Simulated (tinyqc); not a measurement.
Ferroelectric with a first-order transition, Landau-Devonshire energy: two steps of the calculation.

One domain with free energy u = al P^2 + be P^4 + ga P^6 - E P, al = a0 (T - T0), be < 0 < ga (P in uC/cm^2, E in kV/cm, u in mJ/cm^3). Equilibrium: E = 2 al P + 4 be P^3 + 6 ga P^5; a state is stable against small changes where dE/dP > 0. The coercive field is that of uniform switching, which real films, switching by domains, do not reach.

Values chosen for this exercise: slope of the quadratic coefficient a0 = 0.024 kV cm/(uC K); Curie-Weiss temperature T0 = 600 K; quartic coefficient be = -0.0007 kV cm^5/uC^3; sixth-order coefficient ga = 2.3e-7 kV cm^9/uC^5; temperature T = 595 K.

Constants: eps0 = 8.8541878128e-14 F/cm where lengths are in cm. Results are converted to the units shown.

Problem 1. Spontaneous polarisation, coercive field and susceptibility. Ps^2 = [-be + sqrt(be^2 - 3 al ga)]/(3 ga); Pc^2 = [-3 be + sqrt(9 be^2 - 15 al ga)]/(15 ga), Ec = -E(Pc); susceptibility chi = 1/(eps0 dE/dP).

Wanted: al; Ps; u(Ps) at E = 0; Pc; Ec; chi at Ps.

Solution 1.

al = -0.1200 kV cm/uC
Ps = 45.95 uC/cm^2
u(Ps) at E = 0 = -1209 mJ/cm^3
Pc = 35.29 uC/cm^2
Ec = 56.00 kV/cm
chi at Ps = 883.5

Problem 2. Transition temperatures. TC = T0 + be^2/(4 a0 ga), where u(Ps) = u(0); T1 = T0 + be^2/(3 a0 ga), where the polar minimum disappears. At TC the polarisation jumps from sqrt(-be/(2 ga)) to zero, with latent heat TC a0 Ps^2.

Wanted: TC; T1; jump of P; latent heat.

Solution 2.

TC = 622.19 K
T1 = 629.59 K
jump of P = 39.009 uC/cm^2
latent heat = 22.724 J/cm^3

Thermal hysteresis can span T0 to T1, 29.6 K.

Numbers from tinyqc (`OMP_NUM_THREADS=1 python tinyqc.py 2860039 2860040 out.jsonl`; about 0.01 s on one thread of a shared Intel Xeon 2.30GHz).
